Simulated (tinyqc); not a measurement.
From impurity ratio back to source temperature T: vacuum evaporation: vapour pressure, source flux, thickness distribution, purity and step coverage. Computed by tinyqc, a small Python program. Command: `OMP_NUM_THREADS=1 python tinyqc.py 3113463 3113464 out.jsonl evap inv`. One thread of a shared host (Intel(R) Xeon(R) Processor @ 2.30GHz), about 0.02 s of CPU time with the checks.

Molecular flow, unit sticking of the metal, no re-evaporation. The background gas is taken as water vapour (18.015 g/mol, collision diameter 0.37 nm) at 300 K.

Inputs (values chosen for the exercise, modelled on aluminium, with constants for the liquid): molar mass M = 26.98 g/mol; film density rho = 2.7 g/cm^3; vapour-pressure constant A = 10.94; vapour-pressure constant B = 16150 K; source area = 3.5 cm^2; directionality n = 4; source-to-wafer distance h = 38 cm; wafer radius R = 15 cm; background pressure p = 1e-08 Pa; sticking of background gas = 0.9.

Constants: u = 1.6605390666e-27 kg; k_B = 1.380649e-23 J/K; R = 8.314462618 J/(mol K).

Method:
- log10(p_v/Pa) = A - B/T; flux from the surface Phi = p_v/sqrt(2 pi m k_B T), m = M u.
- Mass loss = Phi x area x m; heat of evaporation = ln(10) R B; d ln Phi/dT = ln(10) B/T^2 - 1/(2 T).
- A small source emits (n + 1) Phi area cos^n(phi)/(2 pi) per solid angle; on a parallel plane at height h and lateral distance l the arrival rate is (n + 1) Phi area/(2 pi h^2) x (1 + (l/h)^2)^(-(n + 3)/2). Growth rate = arrival rate x m/rho, m = M u. The wafer is fixed and centred above the source.
- Mean free path lambda = k_B T_g/(sqrt2 pi d^2 p); unscattered share exp(-h/lambda); gas arrival p/sqrt(2 pi m_g k_B T_g); impurity ratio = sticking x gas arrival/metal arrival; monolayer time = 1e15 cm^-2/(sticking x gas arrival).

Task: A run gave the result below. Find the source temperature T, known to lie between 1200 and 1900 K.

impurity ratio = 1.293133e-05

Result:

Each step takes the trial c = (a f_b - b f_a)/(f_b - f_a), f being the result less the target and a, b, c the logarithms of the listed values; c replaces end b, the old b replaces a if the sign of f changed, and otherwise f_a is halved.

Scan of the range:
```
source temperature T (K)  impurity ratio
1200                         3.76720e-03
1300                         3.61529e-04
1400                         4.86265e-05
1510                         7.29369e-06
1630                         1.23641e-06
1760                         2.38225e-07
1900                         5.21761e-08
```

False position (Illinois rule, in the logarithm of the input) inside the bracket:
```
step    end a    end b    trial  impurity ratio
1     1400.00  1510.00  1494.50     9.36739e-06
2     1400.00  1494.50  1478.34     1.22290e-05
3     1400.00  1478.34  1472.48     1.34900e-05
4     1478.34  1472.48  1475.07     1.29154e-05
5     1472.48  1475.07  1475.00     1.29310e-05
6     1472.48  1475.00  1475.00     1.29317e-05
7     1475.00  1475.00  1475.00     1.29313e-05
```

Impurity ratio falls at every point of a 13-point scan of the range (every second point is shown), so one value fits; it is bracketed by 1400 and 1510. Answer: source temperature T = 1475 K.
